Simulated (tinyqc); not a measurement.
Punch-through p+-n junction, ionisation integral and breakdown: two steps of the calculation.

A p+ layer at x < 0 and an n drift layer from x = 0 to L on an n+ substrate. Depletion approximation, built-in voltage neglected. Local ionisation coefficients alpha_n = an exp(-(bn/E)^mx), alpha_p = ap exp(-(bp/E)^mx). Electrons move towards +x, holes towards x = 0.

Inputs (values chosen for the exercise); material values close to those of gallium nitride: relative permittivity eps_r = 9.43; prefactor of the electron ionisation coefficient an = 2.97e8 1/cm; field constant for electrons bn = 3.25e7 V/cm; prefactor of the hole ionisation coefficient ap = 1.4e8 1/cm; field constant for holes bp = 1.89e7 V/cm; exponent mx = 1; donor density of the drift layer N = 2.6e16 cm^-3; thickness of the drift layer L = 2.8 um; reverse voltage V = 338 V; share of the depleted width that the grid covers fr = 1.

Constants: q = 1.602176634e-19 C, eps0 = 8.8541878128e-14 F/cm where lengths are in cm. Results are converted to the units shown.

Task 1. Field and ionisation coefficients on a grid. W = sqrt(2 eps0 eps_r V/(q N)), peak field E0 = q N W/(eps0 eps_r), falling linearly to 0 at W; if W > L the layer is punched through: W = L, E0 = V/L + q N L/(2 eps0 eps_r), falling linearly to E1 = V/L - q N L/(2 eps0 eps_r). Grid: 13 equal steps from 0 to fr W.

Give: W; x; E; alpha_n; alpha_p.

Result 1.

W = 2.8000 um

```
point  x (um)  E (kV/cm)  alpha_n (1/cm)  alpha_p (1/cm)
0      0.0000     1905.6          11.640          6898.9
1      0.2154     1798.2          4.2006          3813.9
2      0.4308     1690.7          1.3317          1955.4
3      0.6462     1583.2         0.36124          915.66
4      0.8615     1475.8        0.081033          383.92
5      1.0769     1368.3        0.014374          140.43
6      1.2923     1260.9       0.0018987          43.273
7      1.5077     1153.4       1.7201e-4          10.708
8      1.7231     1046.0       9.5134e-6          1.9889
9      1.9385     938.50       2.7116e-7         0.25123
10     2.1538     831.04       3.0799e-9        0.018585
11     2.3692     723.58      9.2523e-12       6.3437e-4
12     2.5846     616.12      3.6655e-15       6.6663e-6
13     2.8000     508.67      5.3040e-20       1.0221e-8
```

Task 2. Ionisation integrals by the trapezoid rule. G(x) = integral from 0 to x of (alpha_n - alpha_p); I_n = integral of alpha_n exp(-G) (electrons injected at x = 0), I_p = integral of alpha_p exp(G(end) - G) (holes injected at the far edge); M = 1/(1 - I). All integrals by the trapezoid rule on the grid.

```
point     x (um)  alpha_n (1/cm)  alpha_p (1/cm)
0      0.0000000       11.639608       6898.8775
1      0.2153846       4.2005682       3813.9227
2      0.4307692       1.3317180       1955.4414
3      0.6461538      0.36123893       915.66119
4      0.8615385     0.081032930       383.91846
5      1.0769231     0.014373845       140.42748
6      1.2923077    0.0018987217       43.272786
7      1.5076923    1.7200647e-4       10.708257
8      1.7230769    9.5134310e-6       1.9888600
9      1.9384615    2.7116254e-7      0.25122611
10     2.1538462    3.0799347e-9     0.018584625
11     2.3692308   9.2523034e-12    6.3437229e-4
12     2.5846154   3.6655299e-15    6.6662959e-6
13     2.8000000   5.3040248e-20    1.0221416e-8
```

Find: G; alpha_n exp(-G); I_n; I_p; M_n; M_p.

Result 2.

```
point         G  alpha_n exp(-G) (1/cm)
0       0.00000                  11.640
1      -0.11520                   4.713
2      -0.17727                   1.590
3      -0.20817                   0.445
4      -0.22216                   0.101
5      -0.22781                   0.018
6      -0.22979                   0.002
7      -0.23037                   0.000
8      -0.23050                   0.000
9      -0.23053                   0.000
10     -0.23053                   0.000
11     -0.23053                   0.000
12     -0.23053                   0.000
13     -0.23053                   0.000
```

I_n = 2.7332e-4
I_p = 0.20384
M_n = 1.0003
M_p = 1.2560

tinyqc, about 0.1 s, one thread, Intel Xeon 2.30GHz (shared host): `OMP_NUM_THREADS=1 python tinyqc.py 2120135 2120136 out.jsonl`
